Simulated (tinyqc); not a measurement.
Stepped quantum well by finite differences: one step. Lowest levels on the coarse grid. Three cases, with inputs chosen for the exercise.

Problem. Diagonalise the symmetric tridiagonal matrix; give the three lowest levels and the weights u_i^2 (sum 1) of the two lowest.

Give: levels; weights on the points.

Case 1.

diagonal H_ii (eV): 1.214593  1.214593  1.214593  1.247692  0.736670  0.762595  0.932796  0.918951  0.894849  1.235670  1.214593  1.214593  1.214593

H_(i,i+1) (eV): -0.314797  -0.314797  -0.314797  -0.347896  -0.388774  -0.373821  -0.359976  -0.359976  -0.335874  -0.314797  -0.314797  -0.314797

Solution.

levels (eV): 0.1635  0.3890  0.6353

weights on the points:
```
             1      2      3      4      5      6      7      8      9     10     11     12
level 1  0.000  0.000  0.004  0.036  0.282  0.378  0.187  0.082  0.028  0.003  0.000  0.000
level 2  0.000  0.002  0.008  0.038  0.160  0.034  0.054  0.294  0.319  0.073  0.015  0.003

            13
level 1  0.000
level 2  0.000
```

Case 2.

diagonal H_ii (eV): 0.340669  0.340669  0.349543  0.199351  0.205173  0.270425  0.265788  0.260478  0.345419  0.340669  0.340669

H_(i,i+1) (eV): -0.085335  -0.085335  -0.094208  -0.105142  -0.100031  -0.095394  -0.095394  -0.090084  -0.085335  -0.085335

Solution.

levels (eV): 0.0500  0.1213  0.1876

weights on the points:
```
             1      2      3      4      5      6      7      8      9     10     11
level 1  0.000  0.004  0.040  0.332  0.409  0.150  0.050  0.014  0.002  0.000  0.000
level 2  0.001  0.007  0.032  0.130  0.011  0.084  0.319  0.320  0.076  0.016  0.002
```

Case 3.

diagonal H_ii (eV): 0.740459  0.740459  0.740459  0.773166  0.351148  0.382978  0.529561  0.508590  0.483293  0.758728  0.740459  0.740459  0.740459

H_(i,i+1) (eV): -0.113230  -0.113230  -0.113230  -0.145936  -0.205212  -0.177766  -0.156795  -0.156795  -0.131498  -0.113230  -0.113230  -0.113230

Solution.

levels (eV): 0.1008  0.2755  0.4189

weights on the points:
```
             1      2      3      4      5      6      7      8      9     10     11     12
level 1  0.000  0.000  0.001  0.020  0.395  0.445  0.111  0.024  0.005  0.000  0.000  0.000
level 2  0.000  0.000  0.001  0.011  0.109  0.002  0.124  0.390  0.333  0.028  0.002  0.000

            13
level 1  0.000
level 2  0.000
```

Computed by tinyqc, one run a case: `OMP_NUM_THREADS=1 python tinyqc.py N N+1 out.jsonl` with N = 1251746, 1252791, 1280219; one thread of a shared Intel(R) Xeon(R) Processor @ 2.30GHz, about 0.04 s a run at most.
